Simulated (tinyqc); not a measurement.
Inside a calculation. Method: CCD on RHF in the sto-3g basis, for H4, spin multiplicity 1. One step of it, computed by the program tinyqc.

Problem. Iteration 1: building the Fock matrix. J_ij = sum D_kl (ij|kl), K_ij = sum D_kl (ik|jl); F = H + J - 0.5 K; E = tr D H + tr D J / 2 - 0.25 tr D K + E_nn.

D at the start, lower triangle:
```
,1H 1s,2H 1s,3H 1s,4H 1s
1H 1s,0.662921
2H 1s,0.662921,0.662921
3H 1s,-0.174987,-0.174987,0.662921
4H 1s,-0.174987,-0.174987,0.662921,0.662921
```

core Hamiltonian H = T + V (hartree), lower triangle:
```
,1H 1s,2H 1s,3H 1s,4H 1s
1H 1s,-1.733799
2H 1s,-1.302993,-1.733799
3H 1s,-0.533016,-0.418700,-1.733799
4H 1s,-0.418700,-0.533016,-1.302993,-1.733799
```

Two-electron integrals (ij|kl) in chemists' order, unique and non-zero (hartree):
```
i,j,k,l,(ij|kl)
1,1,1,1,0.774606
2,1,1,1,0.411507
2,1,2,1,0.260137
2,2,1,1,0.548031
2,2,2,1,0.411507
2,2,2,2,0.774606
3,1,1,1,0.130079
3,1,2,1,0.073930
3,1,2,2,0.105238
3,1,3,1,0.033791
3,2,1,1,0.087965
3,2,2,1,0.056948
3,2,2,2,0.092161
3,2,3,1,0.023469
3,2,3,2,0.018148
3,3,1,1,0.339079
3,3,2,1,0.202932
3,3,2,2,0.303348
3,3,3,1,0.130079
3,3,3,2,0.092161
3,3,3,3,0.774606
4,1,1,1,0.092161
4,1,2,1,0.056948
4,1,2,2,0.087965
4,1,3,1,0.023469
4,1,3,2,0.017948
4,1,3,3,0.087965
4,1,4,1,0.018148
4,2,1,1,0.105238
4,2,2,1,0.073930
4,2,2,2,0.130079
4,2,3,1,0.027614
4,2,3,2,0.023469
4,2,3,3,0.105238
4,2,4,1,0.023469
4,2,4,2,0.033791
4,3,1,1,0.202932
4,3,2,1,0.128523
4,3,2,2,0.202932
4,3,3,1,0.073930
4,3,3,2,0.056948
4,3,3,3,0.411507
4,3,4,1,0.056948
4,3,4,2,0.073930
4,3,4,3,0.260137
4,4,1,1,0.303348
4,4,2,1,0.202932
4,4,2,2,0.339079
4,4,3,1,0.105238
4,4,3,2,0.087965
4,4,3,3,0.548031
4,4,4,1,0.092161
4,4,4,2,0.130079
4,4,4,3,0.411507
4,4,4,4,0.774606
```

nuclear repulsion = 2.62719678 hartree

Give: Coulomb J; exchange K; Fock matrix F; total energy of this density.

Solution.

Coulomb J (hartree), lower triangle:
```
,1H 1s,2H 1s,3H 1s,4H 1s
1H 1s,1.9719
2H 1s,1.2383,1.9719
3H 1s,0.4701,0.3608,1.9719
4H 1s,0.3608,0.4701,1.2383,1.9719
```

exchange K (hartree), lower triangle:
```
,1H 1s,2H 1s,3H 1s,4H 1s
1H 1s,1.1735
2H 1s,1.0292,1.1735
3H 1s,0.2925,0.2724,1.1735
4H 1s,0.2724,0.2925,1.0292,1.1735
```

Fock matrix F (hartree), lower triangle:
```
,1H 1s,2H 1s,3H 1s,4H 1s
1H 1s,-0.3486
2H 1s,-0.5793,-0.3486
3H 1s,-0.2092,-0.1941,-0.3486
4H 1s,-0.1941,-0.2092,-0.5793,-0.3486
```

total energy of this density = -2.155121 hartree
